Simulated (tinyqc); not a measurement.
CMOS latch-up, two-transistor model: effect of the temperature.

A parasitic pnp (emitter at Vdd, base shunted by Rw) and npn (emitter at ground, base shunted by Rs) feed each other: the npn collector current flows out of the pnp base node, the pnp collector current into the npn base node. Forward-active transistors with constant gains: Icn = Isn exp(Vn/Vt), Icp = Isp (exp(Vp/Vt) - 1). A current Ii is injected into the npn base node.

Isn, Isp and Von are given at 300 K; the currents scale as T^3 exp(-1.12 V/Vt), Von falls by 1.5 mV/K, gains and resistances are fixed. Node equations: Vp/Rw + Icp/bp = Icn and Vn/Rs + Icn/bn = Icp + Ii. Loop gain G = gn gp/[(1/Rw + gp/bp)(1/Rs + gn/bn)], gn = Icn/Vt, gp = (Icp + Isp)/Vt; the off state ends where G = 1, and Ii there is the trigger current. On state with both base-emitter voltages at Von: npn base current Ib = (Von/Rs + bp Von/Rw)/(bn bp - 1), holding current Ih = (bn + 1) Ib + Von/Rs, holding voltage Vh = Vsat + Von + R2 (Ib + Von/Rs).

Values chosen for this exercise; values close to those of bulk CMOS: current gain of the npn bn = 20.5; current gain of the pnp bp = 0.7; saturation current of the npn at the reference temperature Isn = 2.7e-16 A; saturation current of the pnp at the reference temperature Isp = 2.4e-15 A; substrate resistance shunting the npn Rs = 520 ohm; well resistance shunting the pnp Rw = 4800 ohm; resistance from the pnp collector to the npn base R2 = 400 ohm; base-emitter voltage in the on state Von = 0.75 V; saturation voltage Vsat = 0.06 V; supply voltage Vdd = 2.5 V.

Constants: q = 1.602176634e-19 C, kB = 1.380649e-23 J/K, Vt = kB T/q. Results are converted to the units shown.

Result of one run:
```
T (K)  Vn at trigger (V)  trigger current (mA)  Ih (mA)  Vh (V)
443               0.4480                0.8248    2.814   1.041
```

What becomes of these results when the temperature T is changed from 443 to 293 K, all else the same?

Result of the changed run:
```
T (K)  Vn at trigger (V)  trigger current (mA)  Ih (mA)  Vh (V)
293               0.7067                 1.359    3.996   1.453
```

The whole series:
```
T (K)  Vn at trigger (V)  trigger current (mA)  Ih (mA)  Vh (V)
233               0.8077                 1.558    4.469   1.617
263               0.7577                 1.460    4.233   1.535
293               0.7067                 1.359    3.996   1.453
323               0.6550                 1.256    3.760   1.370
353               0.6030                 1.151    3.523   1.288
383               0.5512                 1.043    3.287   1.205
413               0.4996                0.9347    3.051   1.123
443               0.4480                0.8248    2.814   1.041
```

As T goes from 233 to 443 K, the trigger current falls from 1.56 to 0.825 mA, Ih falls from 4.47 to 2.81 mA and Vh falls from 1.62 to 1.04 V. Vh exceeds the supply Vdd = 2.5 V, which then cannot sustain a latched state, in 0 of the 8 rows.

Computed by the program tinyqc: `OMP_NUM_THREADS=1 python tinyqc.py 2670135 2670136 out.jsonl`, one thread of a shared Intel Xeon 2.30GHz, about 0.06 s for the whole run.
